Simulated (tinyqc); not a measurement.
Harmonic frequencies on the RHF/sto-3g surface (energies and gradients from PySCF), for H2, spin multiplicity 1, step by step. One step of it, computed by the program tinyqc.

Question. One row of the Hessian: 1Hz. Displace 1Hz by +/-0.01 bohr; H(k, :) = (g(+) - g(-)) / (2 delta).

optimised positions (bohr):
```
           x         y          z
1H  0.000000  0.000000  -0.003996
2H  0.000000  0.000000   1.341922
```

gradient at +delta (hartree/bohr):
```
             x           y            z
1H  0.00000000  0.00000000   0.00582265
2H  0.00000000  0.00000000  -0.00582265
```

gradient at -delta (hartree/bohr):
```
             x           y            z
1H  0.00000000  0.00000000  -0.00563805
2H  0.00000000  0.00000000   0.00563805
```

Give: row of the Hessian.

Answer.

row of the Hessian (hartree/bohr^2): 1Hx 0.00000, 1Hy 0.00000, 1Hz 0.57304, 2Hx 0.00000, 2Hy 0.00000, 2Hz -0.57304
